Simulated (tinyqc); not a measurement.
Inside a calculation. Method: Pariser-Parr-Pople SCF with singles CI, for the molecule c1ccc2cccc-2cc1 (SMILES; centres numbered as the heavy atoms are written). One step of it, computed by the program tinyqc.

Task: Iteration 1: Fock matrix. F_rr = H_rr + P_rr gamma_rr / 2 + sum_(s != r) P_ss gamma_rs; F_rs = H_rs - P_rs gamma_rs / 2; E = tr P (H + F) / 2 + core repulsion sum_(r<s) z_r z_s gamma_rs.

P at the start, order 1C, 2C, 3C, 4C, 5C, 6C, 7C, 8C, 9C, 10C:
```
[[0.870001, 0.638899, 0.142691, -0.217049, 0.017140, 0.176598, 0.017140, -0.217049, 0.142691, 0.638899],
 [0.638899, 0.986447, 0.664039, 0.011190, -0.226883, 0.017140, 0.186432, -0.068408, -0.242189, 0.026246],
 [0.142691, 0.664039, 0.854946, 0.585798, 0.011190, -0.217049, -0.068408, 0.172482, -0.184853, -0.242189],
 [-0.217049, 0.011190, 0.585798, 1.027428, 0.595632, -0.074358, -0.231000, 0.400945, 0.172482, -0.068408],
 [0.017140, -0.226883, 0.011190, 0.595632, 1.172879, 0.656039, -0.200638, -0.231000, -0.068408, 0.186432],
 [0.176598, 0.017140, -0.217049, -0.074358, 0.656039, 1.046600, 0.656039, -0.074358, -0.217049, 0.017140],
 [0.017140, 0.186432, -0.068408, -0.231000, -0.200638, 0.656039, 1.172879, 0.595632, 0.011190, -0.226883],
 [-0.217049, -0.068408, 0.172482, 0.400945, -0.231000, -0.074358, 0.595632, 1.027428, 0.585798, 0.011190],
 [0.142691, -0.242189, -0.184853, 0.172482, -0.068408, -0.217049, 0.011190, 0.585798, 0.854946, 0.664039],
 [0.638899, 0.026246, -0.242189, -0.068408, 0.186432, 0.017140, -0.226883, 0.011190, 0.664039, 0.986447]]
```

core matrix H (eV), order 1C, 2C, 3C, 4C, 5C, 6C, 7C, 8C, 9C, 10C:
```
[[-53.671604, -2.450000, 0.000000, 0.000000, 0.000000, 0.000000, 0.000000, 0.000000, 0.000000, -2.450000],
 [-2.450000, -54.478593, -2.450000, 0.000000, 0.000000, 0.000000, 0.000000, 0.000000, 0.000000, 0.000000],
 [0.000000, -2.450000, -57.550010, -2.450000, 0.000000, 0.000000, 0.000000, 0.000000, 0.000000, 0.000000],
 [0.000000, 0.000000, -2.450000, -63.485162, -2.450000, 0.000000, 0.000000, -2.450000, 0.000000, 0.000000],
 [0.000000, 0.000000, 0.000000, -2.450000, -55.938271, -2.450000, 0.000000, 0.000000, 0.000000, 0.000000],
 [0.000000, 0.000000, 0.000000, 0.000000, -2.450000, -53.306235, -2.450000, 0.000000, 0.000000, 0.000000],
 [0.000000, 0.000000, 0.000000, 0.000000, 0.000000, -2.450000, -55.938271, -2.450000, 0.000000, 0.000000],
 [0.000000, 0.000000, 0.000000, -2.450000, 0.000000, 0.000000, -2.450000, -63.485162, -2.450000, 0.000000],
 [0.000000, 0.000000, 0.000000, 0.000000, 0.000000, 0.000000, 0.000000, -2.450000, -57.550010, -2.450000],
 [-2.450000, 0.000000, 0.000000, 0.000000, 0.000000, 0.000000, 0.000000, 0.000000, -2.450000, -54.478593]]
```

repulsion gamma_rs (eV), order 1C, 2C, 3C, 4C, 5C, 6C, 7C, 8C, 9C, 10C:
```
[[11.130000, 7.555349, 5.079327, 4.233299, 3.049299, 2.677056, 3.049299, 4.233299, 5.079327, 7.555349],
 [7.555349, 11.130000, 7.553271, 5.078313, 3.592968, 2.906029, 3.085711, 4.233184, 4.233612, 5.080158],
 [5.079327, 7.553271, 11.130000, 7.552663, 5.171533, 3.755187, 3.732715, 5.078555, 4.233148, 4.233612],
 [4.233299, 5.078313, 7.552663, 11.130000, 7.554850, 5.520570, 5.519866, 7.553862, 5.078555, 4.233184],
 [3.049299, 3.592968, 5.171533, 7.554850, 11.130000, 7.552804, 5.518526, 5.519866, 3.732715, 3.085711],
 [2.677056, 2.906029, 3.755187, 5.520570, 7.552804, 11.130000, 7.552804, 5.520570, 3.755187, 2.906029],
 [3.049299, 3.085711, 3.732715, 5.519866, 5.518526, 7.552804, 11.130000, 7.554850, 5.171533, 3.592968],
 [4.233299, 4.233184, 5.078555, 7.553862, 5.519866, 5.520570, 7.554850, 11.130000, 7.552663, 5.078313],
 [5.079327, 4.233612, 4.233148, 5.078555, 3.732715, 3.755187, 5.171533, 7.552663, 11.130000, 7.553271],
 [7.555349, 5.080158, 4.233612, 4.233184, 3.085711, 2.906029, 3.592968, 5.078313, 7.553271, 11.130000]]
```

Centres (angstrom, eV; a flat drawing with bonds scaled to 1.40 angstrom):
```
centre          x          y  core charge z          W   gamma_rr
1C       2.531000   0.000000              1  11.160000  11.130000
2C       1.924000   1.261000              1  11.160000  11.130000
3C       0.559000   1.573000              1  11.160000  11.130000
4C      -0.536000   0.700000              1  11.160000  11.130000
5C      -1.867000   1.133000              1  11.160000  11.130000
6C      -2.690000   0.000000              1  11.160000  11.130000
7C      -1.867000  -1.133000              1  11.160000  11.130000
8C      -0.536000  -0.700000              1  11.160000  11.130000
9C       0.559000  -1.573000              1  11.160000  11.130000
10C      1.924000  -1.261000              1  11.160000  11.130000
```

Give: F; pi energy.

Result:

F (eV), order 1C, 2C, 3C, 4C, 5C, 6C, 7C, 8C, 9C, 10C:
```
[[-6.5855, -4.8636, -0.3624, 0.4594, -0.0261, -0.2364, -0.0261, 0.4594, -0.3624, -4.8636],
 [-4.8636, -6.8858, -4.9578, -0.0284, 0.4076, -0.0249, -0.2876, 0.1448, 0.5127, -0.0667],
 [-0.3624, -4.9578, -5.7755, -4.6622, -0.0289, 0.4075, 0.1277, -0.4380, 0.3913, 0.5127],
 [0.4594, -0.0284, -4.6622, -5.2263, -4.7000, 0.2052, 0.6375, -3.9643, -0.4380, 0.1448],
 [-0.0261, 0.4076, -0.0289, -4.7000, -4.7468, -4.9275, 0.5536, 0.6375, 0.1277, -0.2876],
 [-0.2364, -0.0249, 0.4075, 0.2052, -4.9275, -3.9376, -4.9275, 0.2052, 0.4075, -0.0249],
 [-0.0261, -0.2876, 0.1277, 0.6375, 0.5536, -4.9275, -4.7468, -4.7000, -0.0289, 0.4076],
 [0.4594, 0.1448, -0.4380, -3.9643, 0.6375, 0.2052, -4.7000, -5.2263, -4.6622, -0.0284],
 [-0.3624, 0.5127, 0.3913, -0.4380, 0.1277, 0.4075, -0.0289, -4.6622, -5.7755, -4.9578],
 [-4.8636, -0.0667, 0.5127, 0.1448, -0.2876, -0.0249, 0.4076, -0.0284, -4.9578, -6.8858]]
```

pi energy = -133.5203 eV
